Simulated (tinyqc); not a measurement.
Inside a calculation. Model: Schottky diode by thermionic emission with image-force lowering and series resistance.

Computed by the program tinyqc: `OMP_NUM_THREADS=1 python tinyqc.py 2640089 2640090 out.jsonl`, one thread of a shared Intel Xeon 2.30GHz, about 0.01 s for the whole run. Printed values are rounded.

Metal on an n-type semiconductor with one parabolic valley; V > 0 is forward bias (metal positive). I = I0 [exp(Vj/(n Vt)) - 1] with Vj = V - I Rs; I0 = S A* T^2 exp(-(phi - dphi)/Vt), the lowering dphi taken at zero bias.

Parameters, values chosen for the exercise; band and dielectric values those of a made-up semiconductor:
```
symbol,value,unit,meaning
T,400,K,temperature
me,0.179,m0,electron mass
eps_r,9.29,,relative permittivity
phi,0.88,eV,barrier height seen from the metal
Nd,3.8e15,cm^-3,donor density
S,0.00011,cm^2,area
n,1.11,,ideality factor
Rs,17,ohm,series resistance
V,1.23,V,applied bias
```

Constants: q = 1.602176634e-19 C, kB = 1.380649e-23 J/K, h = 6.62607015e-34 J s, m0 = 9.1093837015e-31 kg, Vt = kB T/q, eps0 = 8.8541878128e-14 F/cm where lengths are in cm. Results are converted to the units shown.

Range of the model: At the applied forward bias V the junction voltage comes within 3 Vt of Vbi (or passes it), where the depletion layer is gone and the emission formula overstates the current.

## Saturation current

A* = 4 pi q me m0 kB^2/h^3 (times 1e-4 for A/(cm^2 K^2)); Nc = 2 (2 pi me m0 kB T/h^2)^1.5 (times 1e-6 for cm^-3); xi = Vt ln(Nc/Nd), Vbi = phi - xi; surface field Em = sqrt(2 q Nd (Vbi - V - Vt)/(eps0 eps_r)); dphi = sqrt(q Em/(4 pi eps0 eps_r)). Here V = 0 in Em.

A* = 21.51101 A/(cm^2 K^2)
Nc = 2.925901e18 cm^-3
Vbi = 0.6509045 V
Em = 30.20810 kV/cm
dphi = 21.63863 meV
I0 = 5.798240e-9 A

The lowering raises I0 by a factor of 1.87.

## Iteration 1: junction voltage

Vj at the start = 1.23 V

Newton step for g(Vj) = Vj + Rs I0 [exp(Vj/(n Vt)) - 1] - V = 0: Vj(new) = Vj - g/g', g' = 1 + Rs I0 exp(Vj/(n Vt))/(n Vt).

Vj after iteration 1 = 1.191739 V

## Iteration 2: junction voltage

As before.

Vj after iteration 2 = 1.153478 V

## Course of the iteration

Stop when Vj changes by less than 1e-10 V, or after 50 iterations.

Course of the iteration:
```
iteration     Vj (V)  change (V)
1           1.191739      0.0383
2           1.153478      0.0383
3           1.115217      0.0383
4           1.076956      0.0383
5           1.038695      0.0383
6           1.000434      0.0383
7          0.9621739      0.0383
8          0.9239144      0.0383
9          0.8856578      0.0383
...              ...         ...
14         0.6958520      0.0373
15         0.6603841      0.0355
16         0.6295628      0.0308
17         0.6085346      0.0210
18         0.6005156     8.02e-3
19         0.5996022     9.13e-4
20         0.5995917     1.04e-5
21         0.5995917     1.34e-9
22         0.5995917           0
```

Converged in 22 iterations.

## Current and small-signal resistance

converged Vj = 0.5995917 V

I = I0 [exp(Vj/(n Vt)) - 1], dV/dI = Rs + n Vt/(I + I0).

I = 37.08284 mA
drop over Rs = 0.6304083 V
dV/dI = 18.03177 ohm
